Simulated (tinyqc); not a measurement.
# IGBT as a p-i-n diode in series with a MOS channel, on-state and switching loss: effect of the high-injection lifetime

High injection (n = p) in a drift layer from x = -W/2 (anode) to +W/2 (cathode side), recombination only in the layer with lifetime tau, ideal emitters. The channel feeds the cathode side and carries the whole current. Auger recombination, carrier-carrier scattering, emitter losses and the carrier dip under the p body are left out.

b = mn/mp, B = (b - 1)/(b + 1), La = sqrt(2 Vt mn mp tau/(mn + mp)), y = W/(2 La). n(x) = (tau J/(2 q La))[cosh(x/La)/sinh y - B sinh(x/La)/cosh y]. Vm = Vt [(8 b/(b + 1)^2)(sinh y/s) arctan(s sinh y) + B ln((1 + B tanh^2 y)/(1 - B tanh^2 y))], s = sqrt(1 - B^2 tanh^2 y); Vj = Vt ln(n(-W/2) n(W/2)/ni^2), ni = sqrt(Nc Nv) exp(-Eg/(2 Vt)), Eg in volts; Vc = J Rch; Von = Vm + Vj + Vc. Stored charge tau J, turn-off energy Eoff = ks tau J Vdc, loss at half duty 0.5 J Von + f Eoff. A unipolar device on the same layer has Vu = J (W/(q mn Nd) + Rch).

Inputs (values chosen for the exercise); material values close to those of silicon: temperature T = 400 K; band gap Eg = 1.13 eV; conduction-band density of states at T Nc = 4.28e19 cm^-3; valence-band density of states at T Nv = 4.08e19 cm^-3; electron mobility mn = 743 cm^2/(V s); hole mobility mp = 255 cm^2/(V s); width of the drift layer W = 350 um; doping of the drift layer Nd = 1.8e13 cm^-3; current density J = 250 A/cm^2; channel and accumulation resistance Rch = 0.98 mohm cm^2; link voltage Vdc = 1800 V; turn-off energy per stored charge and link voltage ks = 0.1; switching frequency f = 5 kHz.

Constants: q = 1.602176634e-19 C, kB = 1.380649e-23 J/K, Vt = kB T/q. Results are converted to the units shown.

The same in every row: Vu (V) = 4084.

Effect of the high-injection lifetime:
```
tau (us)       y  Von (V)  Eoff (mJ/cm^2)  total loss (W/cm^2)
4          2.419    1.526           180.0                 1091
6.5        1.897    1.327           292.5                 1628
11         1.459    1.237           495.0                 2630
17         1.173    1.208           765.0                 3976
28        0.9142    1.201            1260                 6450
46        0.7132    1.210            2070              1.050e4
75        0.5586    1.228            3375              1.703e4
120       0.4416    1.250            5400              2.716e4
200       0.3421    1.279            9000              4.516e4
```

What does the table show?

As tau goes from 4 to 200 us, Von goes from 1.53 through a minimum of 1.20 (at tau = 28 us among the rows listed) to 1.28 V, Eoff rises from 180 to 9000 mJ/cm^2 and the total loss rises from 1090 to 45200 W/cm^2. Von is below Vu in 9 of the 9 rows. In every row the density at the anode passes 2e17 cm^-3, where Auger recombination and emitter losses matter.

Computed by the program tinyqc: `OMP_NUM_THREADS=1 python tinyqc.py 2590131 2590132 out.jsonl`, one thread of a shared Intel Xeon 2.30GHz, about 0.01 s for the whole run.
